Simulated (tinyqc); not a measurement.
# Disorder broadening of a one-dimensional band in the self-consistent Born approximation: two studies

The local Green function is G = g0(z - Sigma) with z = E + i eta and g0(z) = 1/(sqrt(z - 2t) sqrt(z + 2t)), principal roots; the self-energy is Sigma = D G. The density of states is -Im G/pi.

Values chosen for this exercise:
- t = 1.7 eV (hopping)
- D = 2.6 eV^2 (variance of the random site energy)
- eta = 0.0017 eV (bare broadening)
- E = -1.702 eV (energy from the band centre)

Each table varies one quantity; the others keep the values above.

## Effect of the mixing

G = g0(z - Sigma), Sigma(out) = D G, Sigma(new) = Sigma + mix (Sigma(out) - Sigma). Iterations from Sigma = 0 until |Sigma(out) - Sigma| < 1e-10 eV, at most 500. The factor is |1 - mix + mix L|, L = d Sigma(out)/d Sigma at the solution.

Results:
```
mix	iterations	factor
0.1	196	0.8889
0.2	93	0.7779
0.5	30	0.4466
0.7	17	0.2315
0.85	12	0.09767
1	13	0.1467
```

Estimate the missing row, mix = 0.3.

Computed row:
```
mix	iterations	factor
0.3	58	0.6671
```

With this row back in the table: L = -0.112-0.095i. The fewest iterations, 12, come at mix = 0.85; the smallest factor, 0.0977, is at mix = 0.85. As a function of mix the factor has its minimum at Re(1 - L)/|1 - L|^2 = 0.893, below 1, so damping helps.

## Density of states across the band

Sigma is iterated to self-consistency (retarded branch, Im Sigma < 0); first Born means Sigma = D g0(z) put once into G = g0(z - Sigma); clean means Sigma = 0.

Results:
```
E (eV)	Re Sigma (eV)	Im Sigma (eV)	DOS, self-consistent (1/eV)	DOS, first Born (1/eV)	DOS, clean (1/eV)
0	0	-0.7468	0.09143	0.09133	0.09362
0.634	0.02940	-0.7562	0.09258	0.09255	0.09529
1.269	0.06844	-0.7845	0.09604	0.09624	0.1009
1.903	0.1309	-0.8299	0.1016	0.1016	0.1130
3.172	0.3963	-0.9080	0.1112	0.06960	0.2600
3.806	0.6065	-0.8735	0.1069	0.1265	4.116e-4
4.44	0.8511	-0.7351	0.08999	0.003361	1.032e-4
5.075	1.117	-0.3615	0.04425	1.393e-4	5.135e-5
5.709	0.7093	-6.095e-4	7.462e-5	5.593e-5	3.203e-5
6.344	0.5549	-2.914e-4	3.567e-5	3.233e-5	2.234e-5
```

Estimate the missing row, E = 2.537 eV.

Computed row:
```
E (eV)	Re Sigma (eV)	Im Sigma (eV)	DOS, self-consistent (1/eV)	DOS, first Born (1/eV)	DOS, clean (1/eV)
2.537	0.2358	-0.8808	0.1078	0.1007	0.1406
```

With this row back in the table: The self-consistent density of states goes from 0.0914 through a maximum of 0.111 (at E = 3.172 eV among the rows listed) to 3.57e-5 1/eV. The clean band ends at 2t = 3.40 eV; at E = 3.806 eV, beyond it, the self-consistent value is 0.107 against 4.12e-4 clean: disorder widens the band. By ratio, first Born differs most at E = 5.075 eV, where it is 0.0031 times the self-consistent value.

Range of the model: The self-consistent Born approximation misses band tails from rare fluctuations and localisation.

tinyqc, about 0.02 s, one thread, Intel Xeon 2.30GHz (shared host): `OMP_NUM_THREADS=1 python tinyqc.py 2720135 2720136 out.jsonl`
